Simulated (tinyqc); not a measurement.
# Diffused layer (complementary error function), carriers, mobility and sheet resistance: effect of the peak chemical concentration

A p-type layer from the surface x = 0 to the junction xj, N(x) = N0 erfc(x/Ld). Local neutrality (no depletion at surface or junction, no spilling of carriers), intrinsic carriers neglected, full ionisation of active dopants.

erfc(xj/Ld) = Nb/N0. Active dopant A = min(N, Ns); p = A - Nb; mobility mu = m1 + (m2 (T/300 K)^(-bt) - m1)/(1 + ((A + Nb)/Nr)^am). Dose = integral of N, carrier sheet density = integral of p, 1/Rs = q integral of p mu, mean mobility 1/(q Rs sheet density), Hall mobility (unit Hall factor) = integral of p mu^2 over integral of p mu, Hall sheet density = (integral of p mu)^2/integral of p mu^2; all from 0 to xj. Integrals on 4000 steps.

Inputs (values chosen for the exercise); values close to those of boron in silicon over an n-type background:
- T = 300 K (temperature)
- Nb = 1.4e14 cm^-3 (background doping of the opposite type)
- m1 = 44.6 cm^2/(V s) (mobility limit at high doping)
- m2 = 482 cm^2/(V s) (mobility limit at low doping, at 300 K)
- Nr = 2.17e17 cm^-3 (reference doping of the mobility law)
- am = 0.742 (exponent of the mobility law)
- bt = 2.2 (temperature exponent of m2)
- Ns = 1.98e20 cm^-3 (solubility limit of active dopant)
- Ld = 15 nm (diffusion length 2 sqrt(D t))

Constants: q = 1.602176634e-19 C. Results are converted to the units shown.

Effect of the peak chemical concentration:
columns A: N0 (cm^-3); B: xj (nm); C: dose (cm^-2); D: carriers (cm^-2); E: Rs (ohm/square); F: mean mobility (cm^2/(V s)); G: Rs xj (ohm nm); H: Hall/true sheet density
```
A           B         C         D        E      F        G       H
2.7e17  36.82  2.285e11  2.279e11  9.135e4  299.7  3.363e6  0.9732
7.3e17  39.56  6.178e11  6.172e11  4.495e4  225.0  1.778e6  0.9403
2e18    42.17  1.693e12  1.692e12  2.329e4  158.4  9.823e5  0.8975
5.4e18  44.62  4.570e12  4.569e12  1.233e4  110.8  5.500e5  0.8666
1.5e19  47.01  1.269e13  1.269e13     6137  80.12  2.885e5  0.8673
4e19    49.20  3.385e13  3.385e13     2912  63.32  1.433e5  0.8985
1.1e20  51.38  9.309e13  9.309e13     1242  54.00  6.380e4  0.9403
2.9e20  53.38  2.454e14  2.258e14    556.0  49.72  2.968e4  0.9690
8e20    55.41  6.770e14  3.469e14    369.8  48.66  2.049e4  0.9799
```

As N0 goes from 2.7e17 to 8e20, xj rises from 36.8 to 55.4 nm, Rs falls from 91400 to 370 ohm/square, the mean mobility falls from 300 to 48.7 cm^2/(V s) and the share of the dose that conducts goes from 99.8 through a maximum of 100 (at N0 = 4e19 and 1.1e20 among the rows listed) to 51.2 %. Rs goes as dose^(-0.71) at the low end and dose^(-0.40) at the high end; constant mobility and activation would give -1. Above N0 = Ns = 1.98e20 cm^-3 added dopant only widens the clipped top. For N0 = 2.7e17 depletion at the junction, left out, would remove a tenth of the carriers or more.

tinyqc, about 0.01 s, one thread, Intel Xeon 2.30GHz (shared host): `OMP_NUM_THREADS=1 python tinyqc.py 2110070 2110071 out.jsonl`
